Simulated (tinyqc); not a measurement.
X-ray photoelectron analysis of a thin oxide on a semiconductor: attenuation lengths, thickness, angle series and band offsets: one step, computed by the program tinyqc.

The same element is seen in the oxide and in the substrate, at nearly the same kinetic energy; films are flat and uniform, and the work function is ignored.

Question. Peak ratio. R_0 = (rho_o/M_o) L_o/((rho_s/M_s) L_s); peak ratio R = I_ox/I_sub = R_0 [exp(d/(L_o cos theta)) - 1]; hence d = L_o cos theta ln(1 + R/R_0). A carbon layer weakens both peaks alike, by exp(-d_C/(L_o cos theta)) if its L is taken equal to L_o. This R_0 leaves out intrinsic losses from the substrate peak, so calibrated values can be larger.

Inputs (values chosen for the exercise, modelled on SiO2 on 4H-SiC):
```
quantity,value,unit
oxide density,2.19,g/cm^3
oxide formula mass,60.08,g/mol
substrate density,3.21,g/cm^3
substrate formula mass,40.1,g/mol
oxide thickness d,1.9,nm
emission angle from the normal,0,degrees
carbon overlayer,0.62,nm
```

L in the oxide = 3.543851 nm

L in the substrate = 2.656320 nm

Give: R_0; d/(L_o cos theta); ratio R; oxide share of the counts; attenuation by carbon; depth 3 L_o cos theta.

Answer.

R_0 = 0.6075

d/(L_o cos theta) = 0.5361

ratio R = 0.4310

oxide share of the counts = 0.3012

attenuation by carbon = 0.8395

depth 3 L_o cos theta = 10.63 nm
